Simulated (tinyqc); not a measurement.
Joule-heated wire on a substrate, fin equation: one step of the calculation.

A wire of length L loses heat along itself to two contacts and sideways to the substrate: kap A theta'' - g theta + p = 0 with theta = T - T0 and p = p0. The ends are held at T0. Constant conductivity, diffusive heat flow.

Problem. The tridiagonal system. Nodes x_i = i h, h = L/12; box widths w_i = h (h/2 at the ends); c = kap A/h; equation of node i: -c theta_(i-1) + d_i theta_i - c theta_(i+1) = b_i with d_i = 2 c + g w_i, b_i = p(x_i) w_i; theta = 0 at the end nodes.

Inputs (values chosen for the exercise):
- kap = 13 W/(m K) (conductivity along the wire)
- A = 230 nm^2 (cross-section)
- g = 1.1 W/(m K) (conductance per length to the substrate)
- L = 260 nm (length between the contacts)
- Rc = 0 K/uW (thermal resistance of each contact)
- p0 = 0.1 uW/nm (heating per length)

Give: c; d; b.

Solution.

c = 0.13800 uW/K

```
node  d (uW/K)  b (uW)
1      0.29983  2.1667
2      0.29983  2.1667
3      0.29983  2.1667
4      0.29983  2.1667
5      0.29983  2.1667
6      0.29983  2.1667
7      0.29983  2.1667
8      0.29983  2.1667
9      0.29983  2.1667
10     0.29983  2.1667
11     0.29983  2.1667
```

Computed by the program tinyqc: `OMP_NUM_THREADS=1 python tinyqc.py 2520052 2520053 out.jsonl`, one thread of a shared Intel Xeon 2.30GHz, about 0.01 s for the whole run.
